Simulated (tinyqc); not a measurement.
Atomic layer deposition: Langmuir saturation, growth per cycle and coating of deep features: one step, computed by the program tinyqc. Command: `OMP_NUM_THREADS=1 python tinyqc.py 3024715 3024716 out.jsonl ald walk`. One thread of a shared host (Intel(R) Xeon(R) Processor @ 2.30GHz), about 0.05 s of CPU time with the checks.

Precursor A sticks only on free sites, so a long enough pulse saturates; co-reactant B then frees the sites again.

Task: The first four cycles. One cycle from coverage th0: pulse A gives th1 = th_s + (th0 - th_s) exp(-(k_a + k_d) t), th_s = k_a/(k_a + k_d); the purge leaves th2 = th1 exp(-k_d t_p); pulse B converts c_B th2 into film and leaves th3 = (1 - c_B) th2. Growth = G c_B th2. Start from th0 = 0.

Inputs (values chosen for the exercise, modelled on zinc oxide from diethylzinc and water): growth per cycle at saturation G = 1.9 angstrom; temperature T = 125 C; pulse time t = 0.011 s; co-reactant completion per pulse c_B = 0.999; purge time t_p = 7.8 s.

k_a = 135.1806 1/s

k_d = 3.211423e-07 1/s

Give: Cycles.

Result:

Cycles:
```
cycle        th0     th1     th2        th3  growth (angstrom)
1              0  0.7739  0.7739  7.739e-04              1.469
2      7.739e-04  0.7741  0.7741  7.741e-04              1.469
3      7.741e-04  0.7741  0.7741  7.741e-04              1.469
4      7.741e-04  0.7741  0.7741  7.741e-04              1.469
```
